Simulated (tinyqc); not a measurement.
Thickness series: Landau-Devonshire theory of a uniaxial ferroelectric. Computed by tinyqc, a small Python program. Command: `OMP_NUM_THREADS=1 python tinyqc.py 3016152 3016153 out.jsonl ferro walk`. One thread of a shared host (Intel(R) Xeon(R) Processor @ 2.30GHz), about 0.01 s of CPU time with the checks.

G(P) = (alpha/2) P^2 + (beta*/4) P^4 + (gamma/6) P^6 - E P per volume, SI units, one domain, P along the polar axis.

Inputs (values chosen for the exercise, modelled on lead titanate):
```
quantity,value,unit
alpha_0,750000,J m/(C^2 K)
Curie-Weiss temperature T0,752,K
beta,-2.79e+08,J m^5/C^4
gamma,1.61e+09,J m^9/C^6
temperature T,440,K
film thickness d,5.3,nm
screening length lambda,0.045,nm
background permittivity eps_b,20,-
series capacitance C_d,1.1,microfarad/cm^2
```

Sample: free crystal.

Constants: eps_0 = 8.8541878128e-12 F/m.

Method:
- alpha = alpha_0 (T - T0*), T0* = T0, beta* = beta.
- Ps^2 = [-beta* + sqrt(beta*^2 - 4 alpha gamma)]/(2 gamma).
- chi = 1/(eps_0 G''), G'' = alpha + 3 beta* P^2 + 5 gamma P^4 at Ps. Ps, chi and the coercive field are for perfect screening, without a depolarising field. The intrinsic coercive field is |alpha P + beta* P^3 + gamma P^5| at the P_c where G'' = 0. 1 C/m^2 = 100 microcoulomb/cm^2.
- Between shorted electrodes with screening length lambda each, the depolarising field is -k P, k = 2 lambda/(eps_0 (d + 2 lambda eps_b)), so alpha turns into alpha + k.
- The polar state is the lowest uniform state while alpha + k < 0 (beta* > 0) or < 3 beta*^2/(16 gamma) (beta* < 0); setting the equality gives the critical thickness d_c.
- Domains are left out, though they can pre-empt both the loss of P and the state at P = 0. The second and third columns are for the shorted capacitor, polar only where it is the lowest uniform state: alpha + k < 0 (beta* > 0) or < 3 beta*^2/(16 gamma) (beta* < 0). The last column is another circuit, the film in series with C_d at P = 0: 1/C = (alpha d)/(1 + alpha eps_0 eps_b) + 1/C_d, and P = 0 is locally stable while 1/C > 0; a dash marks the rest.

alpha = -2.34e+08 J m/C^2

beta* = -2.79e+08 J m^5/C^4

critical thickness d_c = 40.0187 nm

spontaneous polarisation Ps = 69.1090 microcoulomb/cm^2

Against thickness:
```
d (nm),P (microcoulomb/cm^2),depolarising field (MV/m),C of the stack / C_d
1,0.000,0.000,1.0027
2,0.000,0.000,1.0054
3,0.000,0.000,1.0081
5,0.000,0.000,1.0136
8,0.000,0.000,1.0220
15,0.000,0.000,1.0420
30,0.000,0.000,1.0876
60,55.838,91.841,1.1921
150,64.823,43.406,1.6745
```

What does the comparison show, and why?

The polar state appears between 30 and 60 nm (d_c = 40.0 nm), and at 150 nm P is 93.8 % of Ps. The stack exceeds C_d wherever it is stable, up to 1.67 times: the ferroelectric held at P = 0 acts as a negative capacitance.

Extremes, crossings and ranges named in words are read from the listed rows.
